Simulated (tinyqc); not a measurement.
# Electron continuity equation in a given potential, Scharfetter-Gummel discretisation, step by step

Program tinyqc, `OMP_NUM_THREADS=1 python tinyqc.py 2220118 2220119 out.jsonl`; Intel Xeon 2.30GHz, shared host, one thread, about 0.01 s. Printed values are rounded.

Steady state in one dimension: J = q mu n E + q D dn/dx with E = -dpsi/dx and D = mu Vt, dJ/dx = 0, fixed densities nL and nR at the ends. The potential is given, psi = 0 for x < L/2 and U (2 x/L - 1) beyond, and is not changed by the electrons.

Values chosen for this exercise; mobility close to that of silicon at room temperature: temperature T = 250 K; electron mobility mu = 1370 cm^2/(V s); length of the region L = 6.1 um; density at x = 0 nL = 6.5e13 cm^-3; density at x = L nR = 1.1e15 cm^-3; potential difference psi(L) - psi(0) U = -0.087 V.

Constants: q = 1.602176634e-19 C, kB = 1.380649e-23 J/K, Vt = kB T/q. Results are converted to the units shown.

## Potential on the mesh

8 equal intervals, h = L/8; psi = 0 for x < L/2 and U (2 x/L - 1) beyond.

psi, node 0 to 8 (V): [0.0000000, 0.0000000, 0.0000000, 0.0000000, 0.0000000, -0.0217500, -0.0435000, -0.0652500, -0.0870000]

## Bernoulli factors

d_i = (psi_(i+1) - psi_i)/Vt; B(d) = d/(exp(d) - 1), B(0) = 1. The flux on interval i is J_i = (q D/h) [n_(i+1) B(d_i) - n_i B(-d_i)].

```
interval       d_i   B(d_i)   B(-d_i)
0          0.00000        1         1
1          0.00000        1         1
2          0.00000        1         1
3          0.00000        1         1
4         -1.00959  1.58833  0.578735
5         -1.00959  1.58833  0.578735
6         -1.00959  1.58833  0.578735
7         -1.00959  1.58833  0.578735
```

The largest |d_i| is 1.01, below 2, so central differences would also keep densities positive.

## Tridiagonal system for the inner nodes

Row i (1 to 7): B(-d_(i-1)) n_(i-1) + b_i n_i + B(d_i) n_(i+1) = f_i with b_i = -B(-d_i) - B(d_(i-1)) and f_i = 0; the known end values are moved to the right: f_1 loses B(-d_0) nL and f_7 loses B(d_7) nR. h = L/8, D = mu Vt.

```
node  diagonal b  right side f (cm^-3)
1             -2               -6.5e13
2             -2                     0
3             -2                     0
4       -1.57873                     0
5       -2.16706                     0
6       -2.16706                     0
7       -2.16706           -1.74716e15
```

## Densities and current

B(d) = d/(exp(d) - 1) with d_i = (psi_(i+1) - psi_i)/Vt; b and f are the diagonal and right side of the balance equations. Solve B(-d_(i-1)) n_(i-1) + b_i n_i + B(d_i) n_(i+1) = f_i (end values already in f), then J_i = (q D/h) [n_(i+1) B(d_i) - n_i B(-d_i)], h = L/8, D = mu Vt.

n, node 0 to 8 (cm^-3): [6.5e13, 1.11800e15, 2.17100e15, 3.22401e15, 4.27701e15, 2.22137e15, 1.47236e15, 1.19944e15, 1.1e15]
J, interval 0 to 7 (A/cm^2): [65.3030, 65.3030, 65.3030, 65.3030, 65.3030, 65.3030, 65.3030, 65.3030]

Without sources J is the same on every interval. A mesh 200 times finer gives the same densities: for a potential that is linear on each interval and no sources the scheme is exact.

## Three discretisations compared

8 equal intervals. Fluxes J_i = (q D/h)(n_(i+1) P_i - n_i Q_i), d_i = (psi_(i+1) - psi_i)/Vt: Scharfetter-Gummel P = B(d), Q = B(-d), B(d) = d/(exp(d) - 1); central P = 1 - d/2, Q = 1 + d/2; upwind P = 1 + max(-d, 0), Q = 1 + max(d, 0). Balance at each inner node: J_i - J_(i-1) = 0. The reference is Scharfetter-Gummel on 1600 intervals.

Densities (cm^-3):
```
node  Scharfetter-Gummel   central    upwind  reference
0               6.500e13  6.500e13  6.500e13   6.500e13
1               1.118e15  1.137e15  9.978e14   1.118e15
2               2.171e15  2.208e15  1.931e15   2.171e15
3               3.224e15  3.280e15  2.863e15   3.224e15
4               4.277e15  4.351e15  3.796e15   4.277e15
5               2.221e15  2.144e15  2.353e15   2.221e15
6               1.472e15  1.418e15  1.635e15   1.472e15
7               1.199e15  1.179e15  1.278e15   1.199e15
8               1.100e15  1.100e15  1.100e15   1.100e15
```

Largest errors as a share of the largest reference density listed: Scharfetter-Gummel under 1e-7 %, central 1.8 %, upwind 11 %. The largest |d| is 1.01. Upwinding stays positive but acts as if D were larger by the factor 1 + |d|/2, up to 1.50 here.
